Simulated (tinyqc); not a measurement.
Inside a calculation. Method: plane-wave Kohn-Sham cycle with exchange-only LDA in a layered model solid. One step of it, computed by the program tinyqc.

Question. Iteration 2: Hamiltonian at one k. H(m,m') = (k + G_m)^2/2 delta + V(G_m - G_m'), with V(-G) = V(G).

A solid whose potential varies along x alone (atomic units):

| parameter | value |
|---|---|
| period a | 8.500000 |
| cross-section of the cell | 12.000000 |
| electrons per cell | 2 |
| grid points | 16 |
| plane waves -n..n, n | 3 |
| k points | 3 |
| V1 in V1 cos(2 pi x/a) | -0.350000 |

V(G_m), m = 0, 1, 2, ... (hartree): -0.265242  -0.150130  0.000718  -0.000089  -0.000003  0.000003  0.000001

k = 0.000000 2 pi / a

Give: H.

Answer.

H (hartree), lower triangle:
```
        -3      -2      -1      +0      +1      +2     +3
-3   2.194
-2  -0.150   0.828
-1   0.001  -0.150   0.008
+0   0.000   0.001  -0.150  -0.265
+1   0.000   0.000   0.001  -0.150   0.008
+2   0.000   0.000   0.000   0.001  -0.150   0.828
+3   0.000   0.000   0.000   0.000   0.001  -0.150  2.194
```
